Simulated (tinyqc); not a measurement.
## Voltage drop against the factor on the load at the hot node

A grid of 13 by 13 nodes with segments Rx (rows) and Ry (columns); every node draws I1 and the central node kh I1; pads with resistance Rp sit at the nodes whose row and column are multiples of the pitch, counting from 0. The drops u = Vdd - V follow from G u = i, with G the conductance matrix and i the load currents, solved directly. Here the pitch is 3.

Inputs (values chosen for the exercise):
```
symbol,value,unit,meaning
Vdd,0.8,V,supply voltage
Rx,0.27,ohm,resistance of a horizontal segment
Ry,1.7,ohm,resistance of a vertical segment
Rp,0.069,ohm,resistance from a pad node to the supply
I1,0.45,mA,load current of a node in the large grid
```

Result of one run:

| pads | worst drop (mV) | mean drop (mV) | largest drop at a pad (mV) | largest pad current (mA) | worst drop over Vdd (%) |
|---|---|---|---|---|---|
| 25 | 1.302 | 0.8900 | 0.4963 | 7.193 | 0.1628 |

Which factor on the load at the hot node kh gave this result: 1, 2, 5, 10 or 100?

kh = 10.

The whole series:

| kh | pads | worst drop (mV) | mean drop (mV) | largest drop at a pad (mV) | largest pad current (mA) | worst drop over Vdd (%) |
|---|---|---|---|---|---|---|
| 1 | 25 | 1.238 | 0.8755 | 0.2734 | 3.962 | 0.1548 |
| 2 | 25 | 1.245 | 0.8771 | 0.2982 | 4.321 | 0.1557 |
| 5 | 25 | 1.267 | 0.8820 | 0.3725 | 5.398 | 0.1583 |
| 10 | 25 | 1.302 | 0.8900 | 0.4963 | 7.193 | 0.1628 |
| 20 | 25 | 1.376 | 0.9062 | 0.7440 | 10.78 | 0.1720 |
| 50 | 25 | 1.617 | 0.9548 | 1.487 | 21.55 | 0.2022 |
| 100 | 25 | 2.725 | 1.036 | 2.725 | 39.50 | 0.3407 |

The worst drop rises from 1.24 to 2.73 mV and the mean drop rises from 0.875 to 1.04 mV. The central node is itself a pad. The drops are linear in the loads, so the mean grows by 0.00162 mV for each unit of kh in every row.

tinyqc, about 0.07 s, one thread, Intel Xeon 2.30GHz (shared host): `OMP_NUM_THREADS=1 python tinyqc.py 2770146 2770147 out.jsonl`
